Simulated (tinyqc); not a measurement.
Band-to-band tunnelling and avalanche in a reverse-biased abrupt junction: one step, computed by the program tinyqc. Command: `OMP_NUM_THREADS=1 python tinyqc.py 3010368 3010369 out.jsonl zener walk`. One thread of a shared host (Intel(R) Xeon(R) Processor @ 2.30GHz), about 0.01 s of CPU time with the checks.

Direct Kane tunnelling in the local field (for indirect gaps the mass is an effective fit) and one ionisation coefficient for both carriers. N is the doping of the light side, or N_A N_D/(N_A + N_D) for the symmetric junction; the built-in voltage is taken as E_g/e.

Task: Junction at the given bias. E_g(T) = E_g - (T - 300 K)(-dE_g/dT); b(T) = b [1 + (rise)(T - 300 K)]; w = sqrt(2 eps eps_0 (V_R + E_g/e)/(e N)); F_m = 2 (V_R + E_g/e)/w; the field falls linearly from F_m to 0 across w.

Inputs (values chosen for the exercise, modelled on SiGe):
```
quantity                                    value    unit
band gap at 300 K, E_g                      0.908      eV
gap narrowing with temperature, -dE_g/dT     0.29   meV/K
permittivity eps                             13.5       -
effective doping N                        7.2e+17  1/cm^3
reverse bias V_R                              1.5       V
temperature T                                 300       K
```

Junction: one-sided.

Constants: eps_0 = 8.8541878128e-12 F/m; e = 1.602176634e-19 C.

Give: E_g(T); depletion width w; peak field F_m; shortest tunnelling distance E_g/(e F_m).

Result:

E_g(T) = 0.908 eV

depletion width w = 70.64 nm

peak field F_m = 0.6817 MV/cm

shortest tunnelling distance E_g/(e F_m) = 13.32 nm
